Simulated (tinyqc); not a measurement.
Bandgap voltage reference from two bipolar transistors: one step of the calculation.

Two transistors of area 1 and N carry the same current I. Is(T) = Is (T/T0)^eta exp[(Vg0 q/kB)(1/T0 - 1/T)], VBE1 = Vt ln(I/Is(T)) + I rb, VBE2 = Vt ln(I/(N Is(T))) + I rb/N. The amplifier forces I R1(T) = VBE1 - VBE2 + Vos, with R(T) = R (1 + tc (T - T0)) for both resistors, and the output is Vref = VBE1 + I R2(T). Base currents and the Early effect are neglected.

Question. Operating point at another temperature. Vt = kB T/q; I = (Vt ln N + Vos)/(R1(T) - rb (1 - 1/N)).

Inputs (values chosen for the exercise); values of the order met in silicon bipolar transistors: reference temperature T0 = 298 K; band-gap voltage extrapolated to 0 K Vg0 = 1.149 V; temperature exponent of the saturation current eta = 3.8; saturation current of the unit transistor at T0 Is = 7.4e-16 A; area ratio of the second transistor N = 8; resistor across which the difference of VBE falls, at T0 R1 = 27 kohm; temperature coefficient of both resistors tc = 0 ppm/K; offset of the amplifier Vos = 0 mV; series resistance of the unit transistor rb = 0 ohm; output resistor at T0 R2 = 345.5 kohm; temperature T = 333 K.

Constants: q = 1.602176634e-19 C, kB = 1.380649e-23 J/K. Results are converted to the units shown.

Wanted: Vt; I; Is(T); VBE1; I R2; Vref.

Answer.

Vt = 0.02870 V
I = 2.210 uA
Is(T) = 1.244e-13 A
VBE1 = 0.4790 V
I R2 = 0.7636 V
Vref = 1.243 V

From T0 to T, VBE1 changes by -78.4 mV and I R2 by 80.3 mV, which leaves 1.85 mV in Vref.

Numbers from tinyqc (`OMP_NUM_THREADS=1 python tinyqc.py 2062107 2062108 out.jsonl`; about 0.02 s on one thread of a shared Intel Xeon 2.30GHz).
